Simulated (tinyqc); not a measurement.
Leakage currents through a thin dielectric: one step, computed by the program tinyqc.

Electrons leave an electrode with Fermi energy E_F above its band bottom; barriers are counted from the Fermi level, and both electrodes are alike.

Question. Thermal currents. Schottky emission J = A T^2 exp(-(phi_B - sqrt(e^3 F/(4 pi k_o eps_0)))/k_B T), A = 4 pi e m k_B^2/h^3 with the tunnelling mass; Poole-Frenkel J = sigma_0 F exp(-(phi_t - sqrt(e^3 F/(pi k_o eps_0)))/k_B T); both use the field F of the dielectric.

Inputs (values chosen for the exercise, modelled on Ta2O5):
```
quantity                           value  unit
barrier height phi_B                0.75    eV
tunnelling mass m                   0.34   m_0
optical permittivity k_o            4.38     -
trap depth phi_t                    0.78    eV
Poole-Frenkel prefactor sigma_0  5.4e-08  S/cm
temperature T                        300     K
```

Stack: single layer.

field F = 3.555556 MV/cm

Constants: e = 1.602176634e-19 C; eps_0 = 8.8541878128e-12 F/m; k_B = 8.617333262e-05 eV/K; m_0 = 9.1093837015e-31 kg; k_B = 1.380649e-23 J/K; h = 6.62607015e-34 J s.

Give: Schottky lowering; Poole-Frenkel lowering; Schottky current density; Poole-Frenkel current density.

Answer.

Schottky lowering = 0.34189 eV

Poole-Frenkel lowering = 0.68379 eV

Schottky current density = 0.51247 A/cm^2

Poole-Frenkel current density = 0.0046456 A/cm^2

The Poole-Frenkel lowering is twice the Schottky one, because the charge of a trap is fixed while an image charge moves with the electron.
